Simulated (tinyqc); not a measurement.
Inside a calculation. Model: Berg model of reactive sputtering of a nitride or oxide: poisoning, hysteresis and pumping speed. Computed by tinyqc, a small Python program that keeps every step. Command: `OMP_NUM_THREADS=1 python tinyqc.py 3016162 3016163 out.jsonl berg walk`. One thread of a shared host (Intel(R) Xeon(R) Processor @ 2.30GHz), about 0.05 s of CPU time with the checks. Intermediate numbers are printed to about 6 digits and carried at full precision; extremes and crossings named in words are read from the listed rows.

A diatomic gas reacts with bare metal on the target and on the collecting surfaces; ions remove metal and compound from the target. theta_t and theta_c are the compound fractions.

Inputs (values chosen for the exercise, close to those used for aluminium oxide):
```
quantity                         value     unit
ion current density J              5.6  mA/cm^2
target area A_t                    250     cm^2
collecting area A_c               3600     cm^2
metal yield Y_m                   0.93        -
compound yield Y_c               0.032        -
sticking coefficient alpha        0.47        -
reactive atoms per metal atom z    1.5        -
gas mass M                          32        u
pumping speed S                    240      l/s
gas temperature T                  300        K
reactive partial pressure P      0.026       Pa
```

Constants: e = 1.602176634e-19 C; u = 1.6605390666e-27 kg; k_B = 1.380649e-23 J/K.

## Steady state at the pressure P

Ion flux j = J/e; gas flux F = P/sqrt(2 pi M k_B T). Target: (2/z) alpha F (1 - theta_t) = j Y_c theta_t. Sputtered flows F_c = j Y_c theta_t A_t, F_m = j Y_m (1 - theta_t) A_t. Collector: (2/z) alpha F (1 - theta_c) A_c + F_c (1 - theta_c) = F_m theta_c. Gas use Q = alpha F [(1 - theta_t) A_t + (1 - theta_c) A_c] + P S/(k_B T); 1 sccm = 4.4780e17 molecules/s. Rate R = F_m + F_c, given relative to j Y_m A_t.

ion flux j = 3.49525e+16 1/(cm^2 s)

gas flux F = 6.99168e+16 1/(cm^2 s)

theta_t = 0.975108

theta_c = 0.998721

gas use (sccm): target 0.45666, collector 0.33778, pump 3.36431

total flow Q = 4.15875 sccm

rate relative to clean metal = 0.0584442

The target is poisoned. The film is 99.9 % compound.

## Critical pumping speed

P is a single-valued function of the flow Q only if dQ/dP > 0 everywhere: S must exceed k_B T times the steepest fall of the surface terms with P.

pressure of the steepest fall = 0.00179450 Pa

critical pumping speed = 1252.51 l/s

S is 0.19 times the critical value: the flow curve is S-shaped and flow control shows hysteresis.

## The hysteresis loop

Turning points solve dQ/dP = 0; a jump keeps Q fixed; the width of the loop is the difference of the two turning flows.

Corners of the loop:
```
point                           P (Pa)  Q (sccm)   theta_t   theta_c  relative rate
edge of the metallic branch  0.0010398   3.88866  0.610374  0.671711       0.410628
landing, poisoned            0.0236729   3.88866  0.972728  0.998462       0.060743
edge of the poisoned branch  0.0073013   2.48481  0.916672  0.985028       0.114870
landing, metallic            0.0003048   2.48481  0.314739  0.258107       0.696091
```

width of the loop = 1.40385 sccm

Raising the flow past 3.89 sccm drops the rate from 0.411 to 0.061; the metallic mode returns only below 2.48 sccm. The best film reachable on the metallic branch is 67 % compound, so the region between needs pressure feedback. The pressure P of the inputs lies on the poisoned branch.

## Flow curve at three pumping speeds

The formulas are those given above.

Pressure as the free variable:
```
P (Pa)    theta_t   theta_c  relative rate  Q at S_c/4 (sccm)  Q at S_c (sccm)  Q at 2 S_c (sccm)
0.00009  0.119408  0.074900       0.884700            0.91709           0.9627             1.0234
0.00018  0.213342  0.152650       0.793999            1.68005           1.7712             1.8928
0.00036  0.351660  0.302253       0.660440            2.77773           2.9601             3.2032
0.00063  0.486969  0.487020       0.529787            3.61813           3.9372             4.3626
0.00110  0.623683  0.691280       0.397777            3.92829           4.4854             5.2282
0.00180  0.730603  0.835562       0.294536            3.65349           4.5651             5.7807
0.00290  0.813757  0.921720       0.214243            3.17731           4.6461             6.6044
0.00450  0.871465  0.963463       0.158521            2.83844           5.1176             8.1564
0.00720  0.915598  0.984629       0.115907            2.76885           6.4154            11.2776
0.01400  0.954737  0.995701       0.078114            3.42214          10.5127            19.9669
```

At S_c/4 the flow falls with pressure in 4 of the intervals: as the target poisons, less metal arrives to getter the gas. At 2 S_c it rises throughout. Coverages and rate depend on P alone, not on S. The collector converts before the target (theta_c = 0.69 at theta_t = 0.62), since the metal is spread over a larger area and no ions clean it. The rate tends to Y_c/Y_m = 0.034.

Checks made by the program: gas taken up by surfaces against gas bound in the growing film (relative difference below 1e-10).
